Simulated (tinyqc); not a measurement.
Gupta-type many-body potential for a metal: one step, computed by the program tinyqc. Command: `OMP_NUM_THREADS=1 python tinyqc.py 3012805 3012806 out.jsonl gupta walk`. One thread of a shared host (Intel(R) Xeon(R) Processor @ 2.30GHz), about 0.01 s of CPU time with the checks.

E_i = sum_j A exp(-p (r_ij/r0 - 1)) - xi rho_i^gamma, with rho_i = sum_j exp(-2 q (r_ij/r0 - 1)); gamma = 1/2 is the tight-binding second-moment form. The crystal is fcc unless stated; d is the neighbour distance and a fixed number of shells is kept.

Task: Unrelaxed vacancy. Each neighbour j of the vacancy loses one repulsive term and one density term: E_v = sum_shells count x {-repulsion - xi [(rho - density)^gamma - rho^gamma]}. (The removed atom returns to a bulk-like site, so its own energy cancels.)

Inputs (values chosen for the exercise, modelled on lead): hopping xi = 0.94 eV; embedding exponent gamma = 0.5.

Shells:
```
shell  count  r (angstrom)  repulsion (eV)   density
1         12      3.471108       0.1096740  1.066130
2          6      4.908888       0.0020844  0.048995
```

density rho = 13.08753

repulsive energy = 1.328595 eV

Give: vacancy energy E_v; ratio E_v/E_c, E_c = xi rho^gamma less the repulsive energy.

Result:

vacancy energy E_v = 0.407 eV

ratio E_v/E_c, E_c = xi rho^gamma less the repulsive energy = 0.196

A pair potential gives E_v = E_c; here the ratio is 0.20, as the remaining bonds of the neighbours strengthen when one is lost.
